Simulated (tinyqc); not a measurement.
Landau levels of a parabolic two-dimensional band: sweeps and comparisons. A value that a table varies takes the place of the one given here.

E(N, s) = (N + 1/2) hbar wc + s gs muB B with s = +/-1/2, each split by +/- Dv/2 into two valley states.

In a field B along z: l = 1/sqrt((e/hbar) B) is the magnetic length, n_B = B/(h/e) the number of states per area in one level, hbar wc = 2 muB B/m for mass m in m0; 1/angstrom^2 = 1e16/cm^2.

Each listed level takes n_B electrons. At zero temperature and without broadening EF sits in the partly filled level.

Constants: hbar^2/2m0 = 3.80998211 eV angstrom^2; e/hbar = 1.519267448e-05 1/(T angstrom^2); h/e = 413566.7697 T angstrom^2; muB = 5.788381798e-05 eV/T.

Values chosen for the exercise (near those of a two-dimensional electron gas in AlAs; not measured data):
```
symbol  value                                               unit         meaning
m       0.4698                                              m0           mass
gs      2.02                                                             g factor
Dv      0.43                                                meV          valley splitting
gv      2                                                                valleys
Bs      (2, 4, 6, 8, 10, 12, 15)                            T            fields
n       2.8                                                 x 1e11/cm^2  electron sheet density
Bo      (2.03, 2.28, 2.59, 3, 3.56, 4.39, 5.72, 8.2, 14.5)  T            fields
tilt    (0, 30, 50, 60, 68, 74, 80)                         degrees      tilt angles
Bp      7.4                                                 T            perpendicular component, kept fixed
B       7.4                                                 T            magnetic field
```

## The fan of levels

The four lowest levels against B, with their labels in order.

Levels (meV):
```
B (T)  first  second  third  fourth            order
2.00   -0.09    0.15   0.34    0.41  0-a 0+a 0-b 1-a
4.00    0.04    0.47   0.51    0.94  0-a 0-b 0+a 0+b
6.00    0.17    0.60   0.88    1.31  0-a 0-b 0+a 0+b
8.00    0.30    0.73   1.24    1.67  0-a 0-b 0+a 0+b
10.0    0.43    0.86   1.60    2.03  0-a 0-b 0+a 0+b
12.0    0.56    0.99   1.97    2.40  0-a 0-b 0+a 0+b
15.0    0.76    1.19   2.51    2.94  0-a 0-b 0+a 0+b
```

The fourth level grows as B^1.21 over the first two rows and B^0.92 over the last two (1 for a parabolic band without a fixed offset such as a valley splitting, 1/2 for massless Dirac electrons). The order of the levels changes between 2 and 4 T; where the fourth level changes its label, the powers above mix two states. The Zeeman gap is |gs| m/2 = 0.474 of hbar wc at every field. It equals the valley splitting at 3.7 T.

## Oscillation of the Fermi level

Fixed density, zero temperature, no broadening. At B = 0, EF = 2 pi c n/(m gv) with c = hbar^2/2m0.

Filling:
```
B (T)    nu  partly filled level  EF (meV)  filled share
2.03   5.70                  1+a      0.65          0.70
2.28   5.08                  1+a      0.76          0.08
2.59   4.47                  0+b      0.69          0.47
3.00   3.86                  1-a      0.72          0.86
3.56   3.25                  0+b      0.86          0.25
4.39   2.64                  0+a      0.58          0.64
5.72   2.02                  0+a      0.82          0.02
8.20   1.41                  0-b      0.75          0.41
14.5   0.80                  0-a      0.72          0.80
```

EF at B = 0 = 0.71 meV

EF runs between 0.6 and 0.9 meV around its zero-field value of 0.7 meV. It follows a level while that level empties and falls to the next one down when nu passes a filled shell; the partly filled level changes 6 times in this table.

## Tilting the field

The cyclotron gap follows Bp, the Zeeman gap the total field Bp/cos(theta): i = |gs| muB B/(hbar wc) = |gs| m/(2 cos theta). With f the fractional part of i the gaps alternate between f and 1 - f of hbar wc. The layer is taken as strictly two-dimensional and valley splitting is left out.

Gaps:
```
theta (degrees)  B total (T)      i  f hbar wc (meV)  (1 - f) hbar wc (meV)
0                       7.40  0.474            0.865                  0.958
30                      8.54  0.548            0.999                  0.824
50                     11.51  0.738            1.346                  0.477
60                     14.80  0.949            1.730                  0.093
68                     19.75  1.267            0.486                  1.337
74                     26.85  1.721            1.316                  0.508
80                     42.61  2.733            1.336                  0.488
```

i = 1/2 (equal gaps) falls at theta = 18.4 degrees. i = 1 (levels of opposite spin coincide) falls at theta = 61.7 degrees. Over the table i grows from 0.474 to 2.733.

## What each parameter does

The second and third levels from below, nu = n/n_B, and EF. Each row changes one parameter from the base and keeps the others.

Results:
```
case                  second level (meV)  third level (meV)    nu  EF (meV)
base                                0.69               1.13  1.56      0.69
B = 8.88 T                          0.79               1.40  1.30      0.79
m = 0.564 m0                        0.54               0.98  1.56      0.54
gs = 1.72                           0.76               1.07  1.56      0.76
Dv = 0.365 meV                      0.66               1.16  1.56      0.66
n = 3.36 x 1e11/cm^2                0.69               1.13  1.88      0.69
```

The largest shifts from the base row, up to three for each result and ties (the steps differ in size, so this ranks the rows, not the parameters). second level (meV): m -0.15, B +0.10, gs +0.06; unchanged at the printed digits by n. third level (meV): B +0.27, m -0.15, gs -0.06; unchanged at the printed digits by n. nu: n +0.31, B -0.26; unchanged at the printed digits by m, gs and Dv. EF (meV): m -0.15, B +0.10, gs +0.06; unchanged at the printed digits by n.

(tinyqc, `OMP_NUM_THREADS=1 python tinyqc.py 1280279 1280280 out.jsonl`, Intel(R) Xeon(R) Processor @ 2.30GHz, 1 thread, shared host, about 0.02 s.)
